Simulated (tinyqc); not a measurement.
The three schemes as the step is halved: finite-difference solution of the diffusion equation on a small grid. Computed by tinyqc, a small Python program. Command: `OMP_NUM_THREADS=1 python tinyqc.py 3007609 3007610 out.jsonl fdiff walk`. One thread of a shared host (Intel(R) Xeon(R) Processor @ 2.30GHz), about 0.01 s of CPU time with the checks.

dC/dt = D d2C/dx2 on nodes x_j = j dx, j = 0..9; the far end is sealed.

Inputs (values chosen for the exercise):

| quantity | value | unit |
|---|---|---|
| diffusivity D | 4 | nm^2/s |
| grid spacing dx | 5 | nm |
| time step dt | 1.2 | s |
| final time t_f | 19.2 | s |
| loss velocity h | 0.047 | nm/s |

Boundary at x = 0: surface loss. Scheme: explicit.

start values C_j, j = 0, 1, ... (% of a reference): 9.09  77.7  100  58.6  31.2  6.5  0  0  0  0

Method:
- The operator M acts as (M C)_j = C_(j-1) - 2 C_j + C_(j+1); at the sealed far end a mirror node gives 2 C_(N-2) - 2 C_(N-1); at j = 0, the outward flux h C_0 gives 2 C_1 - (2 + 2 h dx/D) C_0.
- r = D dt/dx^2.
- The mode of M with eigenvalue mu has its amplitude multiplied per step by g = (1 + (1 - theta) r mu)/(1 - theta r mu), with theta = 0 explicit, 1 implicit, 1/2 Crank-Nicolson; the explicit scheme is stable for r up to 2/|mu_min|.
- With r = D dt/dx^2: (1 - theta r M) C(new) = (1 + (1 - theta) r M) C(old); theta = 0 explicit, 1 implicit, 1/2 Crank-Nicolson.
- Each run reaches t_f in n equal steps; errors are the largest difference from exp(M D t_f/dx^2) C(0). A dash marks unstable explicit runs.

largest stable r of the explicit scheme = 0.499021

Largest error at t_f (%):

| steps n | r | explicit | implicit | Crank-Nicolson |
|---|---|---|---|---|
| 4 | 0.768 | - | 1.6353 | 1.3490e-01 |
| 8 | 0.384 | 0.60805 | 0.7555 | 3.9029e-02 |
| 16 | 0.192 | 0.31535 | 0.3584 | 1.0009e-02 |
| 32 | 0.096 | 0.16309 | 0.1740 | 2.5184e-03 |
| 64 | 0.048 | 0.08291 | 0.0856 | 6.3060e-04 |
| 128 | 0.024 | 0.04180 | 0.0425 | 1.5771e-04 |
| 256 | 0.012 | 0.02098 | 0.0212 | 3.9433e-05 |

What follows from these numbers?

From the last two rows, halving the step divides the error by 1.99 (explicit), 2.01 (implicit), 4.00 (Crank-Nicolson): a factor 2 marks first order in dt and 4 second order. The explicit scheme needs n of at least 7 to be stable; the other two are stable at any step.

Extremes, crossings and ranges named in words are read from the listed rows.
